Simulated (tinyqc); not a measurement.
Film and buried-oxide thickness from two coupling ratios.

Inverse problem. In a depleted film -dVT/dVb is k1 = Cs Cbox/(Cox (Cs + Cbox)) for a front channel and k2 = Cbox (Cox + Cs)/(Cox Cs) for a back channel, with Cox = eps0 eox/tox, Cs = eps0 eps_r/ts, Cbox = 3.9 eps0/tb. Find ts and tb.

Inputs (values chosen for the exercise); band and dielectric values close to those of germanium: relative permittivity eps_r = 16; relative permittivity of the gate insulator (close to silicon dioxide) eox = 3.9; insulator thickness tox = 2.4 nm.

coupling ratios for a front and a back channel: [0.058332067, 0.17685811]

Answer. With y = Cox/Cs and z = Cox/Cbox, 1/k1 = y + z and k2 = (1 + y)/z, so y = (k2/k1 - 1)/(1 + k2); the thicknesses follow from y and z.

ts = 17.0 nm
tb = 37.0 nm

Program tinyqc, `OMP_NUM_THREADS=1 python tinyqc.py 2190031 2190032 out.jsonl`; Intel Xeon 2.30GHz, shared host, one thread, about 0.3 s.
